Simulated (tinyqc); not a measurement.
Atomic layer deposition: Langmuir saturation, growth per cycle and coating of deep features. From one set of inputs to another, one input at a time. Computed by tinyqc, a small Python program. Command: `OMP_NUM_THREADS=1 python tinyqc.py 3014945 3014946 out.jsonl ald ladder`. One thread of a shared host (Intel(R) Xeon(R) Processor @ 2.30GHz), about 0.04 s of CPU time with the checks.

Precursor A sticks only on free sites, so a long enough pulse saturates; co-reactant B then frees the sites again.

The inputs printed are set A. Set A is modelled on hafnium oxide from an amide and water; the values taken over come from a set modelled on silicon dioxide from an aminosilane and ozone. Inputs not listed in the table keep their values of set A, so the rows need not describe a real material.

Inputs (values chosen for the exercise, modelled on hafnium oxide from an amide and water): precursor mass M = 411 u; site density q = 3 1/nm^2; growth per cycle at saturation G = 1 angstrom; sticking probability beta on free sites = 0.0015; precursor pressure p = 1.1 Pa; temperature T = 225 C; pulse time t = 0.21 s; co-reactant completion per pulse c_B = 0.9; desorption energy E_d = 1.65 eV; purge time t_p = 5.4 s; aspect ratio a = 13.

Feature: long trench.

Constants: u = 1.6605390666e-27 kg; k_B = 1.380649e-23 J/K; k_B = 8.617333262e-05 eV/K.

Method:
- Wall flux F = p/sqrt(2 pi M k_B T); rate of filling k_a = beta F/q; desorption k_d = 1e13 exp(-E_d/(k_B T)) per second. 1/m^2 = 1e-18/nm^2.
- Temperatures in kelvin are T(C) + 273.15.
- One cycle from coverage th0: pulse A gives th1 = th_s + (th0 - th_s) exp(-(k_a + k_d) t), th_s = k_a/(k_a + k_d); the purge leaves th2 = th1 exp(-k_d t_p); pulse B converts c_B th2 into film and leaves th3 = (1 - c_B) th2. Growth = G c_B th2.
- The periodic state has th0 = th3: th0 = (1 - c_B) e_p th_s (1 - e_a)/(1 - (1 - c_B) e_p e_a), with e_a = exp(-(k_a + k_d) t), e_p = exp(-k_d t_p).
- Share of impinging molecules used = q (th1 - th0)/(F t).
- Diffusion-limited filling (Gordon) of a long trench of width w, hydraulic diameter 2w, so that a is replaced by a/2 in the hole formula: t = (q/F)(1 + 19a/8 + 3a^2/8). Reaction-limited filling needs ln(100)/k_a at any depth, k_a = beta F/q. Flow is molecular. The front picture holds when the modulus (a/2) sqrt(beta) is well above 1.
- Depth reached by the given pulse: solve the same formula for a. Exposure = p x diffusion-limited time; 1 langmuir = 1.33322e-4 Pa s.

Each row keeps all changes above it; columns: (1) input moved; (2) from; (3) to; (4) growth per cycle (angstrom); (5) diffusion-limited time (s); (6) time to 99 % without desorption, ln(100)/k_a (s):
```
(1)                                             (2)      (3)      (4)       (5)     (6)
set A                                             -        -  0.46379  0.044612  1.4379
pulse time t (s)                               0.21      2.5  0.89869  0.044612  1.4379
purge time t_p (s)                              5.4      5.5  0.89867  0.044612  1.4379
sticking probability beta on free sites      0.0015  0.00051  0.84533  0.044612  4.2292
temperature T (C)                               225      300  0.68681  0.047853  4.5364
site density q (1/nm^2)                           3      2.5  0.71014  0.039877  3.7804
growth per cycle at saturation G (angstrom)       1      1.1  0.78116  0.039877  3.7804
precursor mass M (u)                            411      174  0.81476  0.025946  2.4597
```

Which inputs carry the difference?

Growth per cycle goes from 0.464 to 0.815, a factor 1.76 in all. The largest single move comes from pulse time t (a factor 1.94), and temperature T works against it (a factor 0.812). Diffusion-limited time goes from 0.0446 to 0.0259, a factor 0.582 in all. The largest single move comes from precursor mass M (a factor 0.651), and temperature T works against it (a factor 1.07). Time to 99 % without desorption, ln(100)/k_a goes from 1.44 to 2.46, a factor 1.71 in all. The largest single move comes from sticking probability beta on free sites (a factor 2.94), and precursor mass M works against it (a factor 0.651). The single moves hold for this order of the switches; the total does not depend on the order.

Caution (all rows): the modulus is not well above 1 or the Gordon time is under three times ln(100)/k_a, so there is no sharp front: the Gordon time is only a lower bound and the reaction time must be met as well.

Extremes, crossings and ranges named in words are read from the listed rows.
